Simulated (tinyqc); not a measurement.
Worked calculation: RKS/BP86 in the 6-31g basis, for H2, spin multiplicity 1. One step of it, computed by the program tinyqc.

Problem. Orthogonalisation. S = U s U^T; canonical form X = U s^(-1/2), so that X^T S X = 1. Each column of U has its largest component positive (the first on a tie).

overlap S, order 1H 1s, 1H 2s, 2H 1s, 2H 2s:
```
[[1.000000, 0.658292, 0.532099, 0.537531],
 [0.658292, 1.000000, 0.537531, 0.883114],
 [0.532099, 0.537531, 1.000000, 0.658292],
 [0.537531, 0.883114, 0.658292, 1.000000]]
```

Give: eigenvalues of S; X.

Solution.

eigenvalues of S: [0.0794, 0.4990, 0.5054, 2.9162]

X, order 1H 1s, 1H 2s, 2H 1s, 2H 2s:
```
[[-0.7450, 0.7575, 0.9498, 0.2707],
 [2.3971, -0.6544, 0.2952, 0.3133],
 [0.7450, 0.7575, -0.9498, 0.2707],
 [-2.3971, -0.6544, -0.2952, 0.3133]]
```
